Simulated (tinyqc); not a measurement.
The same raw energies corrected as if they came from other cell sizes: formation energy of a charged point defect from supercell energies. Computed by tinyqc, a small Python program. Command: `OMP_NUM_THREADS=1 python tinyqc.py 3010655 3010656 out.jsonl formation sweep`. One thread of a shared host (Intel(R) Xeon(R) Processor @ 2.30GHz), about 0.01 s of CPU time with the checks.

The host is a compound AB. Making the defect adds n_A = 1, n_B = -1 atoms to the cell. All total energies are inputs. E_F is counted from the valence-band maximum (VBM); x = 0 is A-rich and x = 1 B-rich growth.

Inputs (values chosen for the exercise, with gap and screening modelled on CdS):
```
quantity                       value   unit
gap E_g                         2.52     eV
E_VBM of the host cell         1.457     eV
potential alignment dV       -0.0098     eV
dielectric constant eps         8.68      -
mu_A of the pure element       -4.57     eV
mu_B of the pure element      -7.807     eV
formation enthalpy dH of AB    -1.21     eV
growth condition x              0.32      -
Fermi level E_F                 2.26     eV
temperature T                    800      K
site density N_s             1.6e+22  cm^-3
```

Defect: A on a B site. Supercell lattice: bcc.

charge states q: 0  -1  -2

E(defect, q) - E(host), in the order of q (eV): 6.535  8.267  11.537

Constants: e^2/(4 pi eps_0) = 14.39964548 eV angstrom; k_B = 8.617333262e-05 eV/K.

Method:
- dmu_A = x dH and dmu_B = (1 - x) dH, so that dmu_A + dmu_B = dH; mu = mu(element) + dmu.
- The reservoir term is sum n_i mu_i.
- Image-charge correction of a point charge in a neutralising background: E_corr = q^2 alpha e^2/(4 pi eps_0) / (2 eps L), alpha = 2.888462 for a bcc array with L the cube root of the volume.
- E_f(q, E_F) = [E(defect, q) - E(host)] - sum n_i mu_i + q (E_VBM + dV + E_F) + E_corr(q).
- eps(q/q-1) = E_f(q - 1, 0) - E_f(q, 0).
- E_f(q, E_F) = E_f(q, 0) + q E_F.
- c_q = N_s exp(-E_f(q, E_F)/k_B T), with all degeneracy factors one and no vibrational entropy.

One run for each value:
```
cell length L (angstrom)  level (0/-1) (eV)  level (-1/-2) (eV)  lowest formation energy (eV)
8                                   0.58429              2.7213                        1.1867
14                                  0.45594              2.3362                        1.0583
17                                  0.42574              2.2456                        1.0137
21                                  0.39889              2.1651                        0.9064
24                                  0.38463              2.1223                        0.8493
27                                  0.37354              2.0890                        0.8049
30                                  0.36466              2.0624                        0.7695
```

Give the missing row, cell length L (angstrom) = 11.

Computed row:
```
cell length L (angstrom)  level (0/-1) (eV)  level (-1/-2) (eV)  lowest formation energy (eV)
11                                  0.50261              2.4762                        1.1050
```

Interpolating between the two neighbouring rows (linearly) misses most in level (0/-1) (eV), by 3.5 %. Over the rows, level (0/-1) (eV) falls from 0.584 to 0.365 (exponent d ln y / d ln x -0.47 between the first rows and -0.23 between the last); level (-1/-2) (eV) falls from 2.72 to 2.06 (exponent d ln y / d ln x -0.30 between the first rows and -0.12 between the last); lowest formation energy (eV) falls from 1.19 to 0.769 (exponent d ln y / d ln x -0.22 between the first rows and -0.43 between the last). The correction falls as 1/L, so the levels tend to their raw, aligned values.

Caution (rows 8.00, 11.0, 14.0): the largest image-charge correction in these energies, q^2 alpha e^2/(8 pi eps_0 eps L) with alpha = 2.888462, exceeds a quarter of the gap; the point-charge term alone is then a rough estimate, usually too large for a charge that is spread out.

Extremes, crossings and ranges named in words are read from the listed rows.
